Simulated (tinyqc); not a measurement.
Inside a calculation. Method: coherent transport through a tight-binding region between two chains. Computed by tinyqc, a small Python program that keeps every step. Settings: temperature = 4, mu = 0.45. Command: `OMP_NUM_THREADS=1 python tinyqc.py 29041 29042 out.jsonl` (the two numbers bound the seeds that draw the settings). One thread of a shared host (Intel(R) Xeon(R) Processor @ 2.60GHz), about 0.07 s of CPU time with the checks.

## Transmission at E = -0.68 eV

H of the central region (eV):
```
[[0.000000, -2.470000, 0.000000, -2.470000],
 [-2.470000, 0.000000, -2.470000, 0.000000],
 [0.000000, -2.470000, 0.000000, -2.470000],
 [-2.470000, 0.000000, -2.470000, 0.000000]]
```

Leads: semi-infinite chains with site energy 0:
```
parameter                           value
lead hopping t (eV)              1.950000
coupling to the left lead (eV)   1.320000
coupling to the right lead (eV)  1.310000
left contact site                       1
right contact site                      4
```

E = -0.680000 eV

Surface Green function g = (E - i sqrt(4 t^2 - E^2)) / (2 t^2); self-energy tc^2 g on each contact site; G = (E - H - Sigma)^(-1); Gamma = -2 Im Sigma; T = Gamma_L Gamma_R |G_LR|^2; local density of states -Im G_ii / pi.

g = -0.089415-0.504965i 1/eV

G (1/eV):
```
[[-0.530505-0.383569i, 0.126496+0.026015i, 0.565329+0.390731i, 0.029141+0.081555i],
 [0.126496+0.026015i, -0.534636-0.427178i, 0.131175-0.143619i, 0.570749+0.387639i],
 [0.565329+0.390731i, 0.131175-0.143619i, -0.529216-0.430270i, 0.127988+0.025164i],
 [0.029141+0.081555i, 0.570749+0.387639i, 0.127988+0.025164i, -0.535513-0.380711i]]
```

local density of states (1/eV): [0.122094, 0.135975, 0.136959, 0.121184]

transmission = 0.022875

## Transmission across the band

The same steps on a grid of energies.

T(E):
```
E (eV)              T
-3.70500000  0.015411
-3.33450000  0.032291
-2.96400000  0.040688
-2.59350000  0.044759
-2.22300000  0.046251
-1.85250000  0.045801
-1.48200000  0.043262
-1.11150000  0.037482
-0.74100000  0.025651
-0.37050000  0.006738
0                   0
0.37050000   0.006738
0.74100000   0.025651
1.11150000   0.037482
1.48200000   0.043262
1.85250000   0.045801
2.22300000   0.046251
2.59350000   0.044759
2.96400000   0.040688
3.33450000   0.032291
3.70500000   0.015411
```

levels of the isolated region (eV): [-4.940000, 0.000000, 0.000000, 4.940000]

## Current

I = (2e/h) int T(E) [f(E - mu - V/2) - f(E - mu + V/2)] dE at 4 K with mu = 0.45 eV, the bias not changing H; 2e^2/h = 77.48092 microsiemens; the integral runs over the band on 4001 points.

Current:
```
V (volt)  I (microampere)
0.010000         0.008303
0.050000         0.041687
0.100000         0.083670
0.200000         0.168574
0.400000         0.344049
0.800000         0.755320
```
